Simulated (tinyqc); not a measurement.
Inside a calculation. Model: rectangular fin or nanosheet with a gate all round, subbands and threshold shift from confinement.

Program tinyqc, `OMP_NUM_THREADS=1 python tinyqc.py 2350161 2350162 out.jsonl`; Intel Xeon 2.30GHz, shared host, one thread, about 0.3 s. Printed values are rounded.

Undoped body with a flat potential across it, hard walls, transport along x. Three valley pairs (g = 2 each) with the longitudinal mass along x, y or z. Non-parabolicity enters the subband edges through E (1 + al E) = gamma, so E = 2 gamma/(1 + sqrt(1 + 4 al gamma)); motion within a subband is taken as parabolic with the band-edge mass. Energies are counted from the bulk band edge.

Inputs (values chosen for the exercise); masses close to those of silicon:
```
symbol,value,unit,meaning
T,200,K,temperature
ml,0.917,m0,longitudinal mass
mt,0.191,m0,transverse mass
al,0.5,1/eV,non-parabolicity
t,2.5,nm,width (along y)
dl,0.3,nm,widening of the box by penetration into the insulator
H,2.5,nm,height (along z)
```

Constants: q = 1.602176634e-19 C, kB = 1.380649e-23 J/K, hbar = 1.054571817e-34 J s, m0 = 9.1093837015e-31 kg, Vt = kB T/q, hbar^2/(2 m0) = 0.0380998212 eV nm^2. Results are converted to the units shown.

Range of the model: Below about 3 nm the effective-mass picture with bulk masses becomes unreliable.

## Lowest subbands

gamma = C pi^2 [a^2/(my (t + dl)^2) + b^2/(mz (H + dl)^2)], C = hbar^2/(2 m0). List the 5 lowest, labelled by valley axis and quantum numbers, with degeneracy g and N_k: N_k = g sqrt(2 mx m0 kB T/(pi hbar^2)).

```
subband  E_k (eV)  g  N_k (cm^-1)
y1,1     0.267612  2    3.31674e6
z1,1     0.267612  2    3.31674e6
y2,1     0.385881  2    3.31674e6
z1,2     0.385881  2    3.31674e6
x1,1     0.415790  2    7.26741e6
```

## Threshold shift

Each subband has N_k = g sqrt(2 mx m0 kB T/(pi hbar^2)); without degeneracy n = exp(EF/Vt) sum N_k exp(-E_k/Vt). Classical value Nc times t H, Nc = sum over valleys of 2 g (m m0 kB T/(2 pi hbar^2))^1.5 with m = (mx my mz)^(1/3). Threshold shift dVT = Vt ln(classical value/sum N_k exp(-E_k/Vt)). Use the subbands listed.

shares, subband y1,1 to x1,1 (%): 49.9376  49.9376  0.0523  0.0523  0.0202
sum N_k exp(-E_k/Vt) = 1.19886 cm^-1
Nc = 1.49901e19 cm^-3
classical value = 9.36881e5 cm^-1
dVT = 233.856 mV

With all subbands dVT = 233.9 mV. The lowest edge lies at 268 meV; dVT is smaller than that, since sum N_k exp(-(E_k - E_1)/Vt) exceeds the classical value.
